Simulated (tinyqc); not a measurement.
Inside a calculation. Model: Koster-Slater impurity in a tight-binding band, by Green functions and by supercells. Computed by tinyqc, a small Python program that keeps every step. Command: `OMP_NUM_THREADS=1 python tinyqc.py 3028259 3028260 out.jsonl kosterslater walk`. One thread of a shared host (Intel(R) Xeon(R) Processor @ 2.30GHz), about 0.06 s of CPU time with the checks. Intermediate numbers are printed to about 6 digits and carried at full precision; extremes and crossings named in words are read from the listed rows.

One orbital per site, e(k) = -2 t sum cos(k_i) over 3 direction(s), band from -6 t to 6 t, lattice constant 1. One site has the extra energy U. Spin is left out.

Inputs (values chosen for the exercise, for a model band):

| quantity | value | unit |
|---|---|---|
| hopping t | 1.8 | eV |
| impurity potential U | 10.3 | eV |
| supercell edge N | 4 | sites |
| energy inside the band E | -7.3 | eV |
| broadening eta | 0.27 | eV |
| impurity concentration c | 0.01 | per site |

Lattice: simple cubic.

Constants: hbar = 6.582119569e-16 eV s.

## The host Green function outside the band

Outside the band G0(E) = (1/pi) int_0^pi dk (2/(pi z)) K(16 t^2/z^2), z = E + 2 t cos k, K the complete elliptic integral with parameter m; 200 Gauss-Legendre points. A bound state solves 1/U = G0(E). Energies: 0.05, 0.2, 0.5, 1, 2, 4 and 8 t beyond the band edge on the side of U, rounded to four digits.

Scan on the side of U:

| E (eV) | G0 (1/eV) | 1/U - G0 (1/eV) |
|---|---|---|
| 10.89 | 0.130245 | -0.0331578 |
| 11.16 | 0.119783 | -0.0226954 |
| 11.70 | 0.107707 | -0.0106197 |
| 12.60 | 0.094735 | 0.0023519 |
| 14.40 | 0.078295 | 0.0187921 |
| 18.00 | 0.059526 | 0.0375612 |
| 25.20 | 0.041001 | 0.0560859 |

G0 stays finite at the band edge, 0.252731/t in size, so binding needs |U| > 3.957 t.

## The bound state

Bisection in ln(distance from the edge) between 1e-5 t and |U| + t. Weight on the impurity site: -1/(U^2 dG0/dE), by a central difference with step min(1e-4 t, distance/30). Decay length along an axis: 1/arccosh(1 + distance/(2 t)).

level E_b = 12.4083 eV

distance from the band edge = 1.60831 eV

weight on the impurity site = 0.740772

decay length = 1.09506 sites

The state is compact: most of it sits on the impurity.

## Green function inside the band

Inside the band G0(z), z = E + i eta, comes from the chain form 1/(sqrt(y - 2t) sqrt(y + 2t)) (principal roots) at y = z + 2 t cos k + 2 t cos k', averaged over k and k' in (0, pi) with 200 Gauss-Legendre points each.

G0(E + i eta) = -0.150187-0.083680i 1/eV

## Scattering

T = U/(1 - U G0); phase shift delta = -arg(1 - U G0) in (-pi, pi]; host density of states -Im G0/pi; on the impurity -Im[G0/(1 - U G0)]/pi; lifetime of a band state hbar/(-2 c Im T).

T matrix = 3.62854-1.22793i eV

phase shift delta = -0.326312 rad

host density of states = 0.0266362 1/eV

density of states on the impurity = 0.00368426 1/eV

scattering lifetime = 26.8017 fs

The Born approximation would take Im T = U^2 Im G0 = -8.88 eV, 7.23 times the full value.

## The level in the supercell

In a periodic cell of N sites along each direction with Bloch vector K, the level solves 1/U = N^-d sum_k 1/(E - e(k)), k_i = (2 pi m_i + K_i)/N, m_i = 0..N-1; the outermost root on the side of U is taken (bisection). d is the number of directions. Gamma means K_i = 0, the zone corner K_i = pi, the quarter point K_i = pi/2. The error is measured against the isolated level E_b.

level at Gamma = 12.5765 eV

level at the corner = 12.2738 eV

level at the quarter point = 12.4066 eV

error at Gamma = 0.168204 eV

width between Gamma and the corner = 0.302729 eV

Images turn the level into a band 0.303 eV wide; the quarter point misses the isolated level by -0.0017 eV, far less than Gamma, because the leading hopping between images averages out there.

## Convergence with cell size

Even N; errors against the isolated level E_b, set to 0 below 1e-6 t.

Error of the level (eV):

| N | sites | Gamma | corner | quarter point |
|---|---|---|---|---|
| 2 | 8 | 1.86514e+00 | -2.10831e+00 | -1.34525e-01 |
| 4 | 64 | 1.68204e-01 | -1.34525e-01 | -1.74829e-03 |
| 6 | 216 | 1.69671e-02 | -1.42167e-02 | -3.07378e-05 |
| 8 | 512 | 1.91898e-03 | -1.74829e-03 | 0 |
| 10 | 1000 | 2.38276e-04 | -2.27961e-04 | 0 |
| 12 | 1728 | 3.13700e-05 | -3.07378e-05 | 0 |

The error at Gamma falls exponentially, between the last two resolved rows by exp(-1.014) per site against 1/(decay length) = 0.913; the rest is the power-law prefactor of the Green function. Gamma and the corner err in opposite directions. Among the sizes listed an error below 1 meV is first reached at N = 10 at Gamma; at the quarter point N = 6 is enough.

## Phase shift across the band

delta/pi = -arg(1 - U G0)/pi counts the states added below E (Friedel); host DOS = -Im G0/pi, DOS on the impurity = -Im[G0/(1 - U G0)]/pi; 13 evenly spaced energies from -(band edge + |U| + 2t) to +(band edge + |U| + 2t).

Across the spectrum:

| E (eV) | Re G0 (1/eV) | host DOS (1/eV) | DOS on the impurity (1/eV) | delta/pi |
|---|---|---|---|---|
| -24.7000 | -0.041886 | 0.0001564 | 0.000076 | -0.001126 |
| -20.5833 | -0.051106 | 0.0002376 | 0.000102 | -0.001603 |
| -16.4667 | -0.066108 | 0.0004165 | 0.000147 | -0.002552 |
| -12.3500 | -0.097648 | 0.0011145 | 0.000277 | -0.005722 |
| -8.2333 | -0.146144 | 0.0209415 | 0.003109 | -0.084085 |
| -4.1167 | -0.157957 | 0.0582642 | 0.005573 | -0.198148 |
| 0.0000 | 0.000000 | 0.0768224 | 0.010700 | -0.378257 |
| 4.1167 | 0.157957 | 0.0582642 | 0.014760 | -0.602190 |
| 8.2333 | 0.146144 | 0.0209415 | 0.029310 | -0.703945 |
| 12.3500 | 0.097648 | 0.0011145 | 0.835562 | -0.550514 |
| 16.4667 | 0.066108 | 0.0004165 | 0.004084 | -0.013438 |
| 20.5833 | 0.051106 | 0.0002376 | 0.001059 | -0.005167 |
| 24.7000 | 0.041886 | 0.0001564 | 0.000484 | -0.002834 |

delta/pi starts and ends near zero (-0.001 and -0.003): the impurity moves states but creates none. delta/pi is negative in the band, down to -0.70 among these rows (-1 just below the level for small eta), and the lost state returns at the level above the band (12.408 eV).

Checks made by the program: G0 at the level by a direct sum over directions (relative difference below 1e-10).
